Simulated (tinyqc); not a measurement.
Convergence with the size of the ring: vibrations of a mass or spring defect in a linear chain. Computed by tinyqc, a small Python program. Command: `OMP_NUM_THREADS=1 python tinyqc.py 3020656 3020657 out.jsonl localmode walk`. One thread of a shared host (Intel(R) Xeon(R) Processor @ 2.30GHz), about 0.01 s of CPU time with the checks.

A ring of N atoms with nearest-neighbour springs k and motion along the chain. Atom 1 is the defect, of mass M', and its two springs are k'. All other atoms have the mass M.

Inputs (values chosen for the exercise, for a model chain): spring constant k = 11.7 eV/angstrom^2; host mass M = 67.2 u; defect mass M' = 32.1 u; spring ratio k'/k at the defect = 1.

Host: monatomic.

Constants: nu for 1 eV/(angstrom^2 u) = 15.6333042 THz.

Method:
- Host band: lambda from 0 to 4k/M.
- nu = 15.6333042 THz x sqrt(lambda), lambda in eV/(angstrom^2 u).
- D_ii = (sum of the two springs at i)/M_i, D_ij = -k_ij/sqrt(M_i M_j) for neighbours, closed into a ring.
- The same matrix for 120 atoms; amplitudes are the mass-weighted eigenvector, in size, relative to the defect, for the highest mode; its weight is the squared component of the normalised eigenvector on the defect.

band edges (THz): [0.0000, 13.0464]

ratio to the top of the host band = 1.17268

highest frequency, long ring = 15.2992 THz

weight of the highest mode on the defect = 0.686217

Highest mode:
```
N    frequency (THz)  weight on the defect  modes outside the bands
4             15.402               0.65258                        1
6             15.310               0.67875                        1
8             15.300               0.68509                        1
12            15.299               0.68620                        1
20            15.299               0.68622                        1
40            15.299               0.68622                        1
80            15.299               0.68622                        1
120           15.299               0.68622                        1
```

What follows from these numbers?

The local mode is within 0.01 % of its final value from N = 8 on, and its weight on the defect settles at 0.686: a bound mode needs only a cell larger than its decay length.

Extremes, crossings and ranges named in words are read from the listed rows.
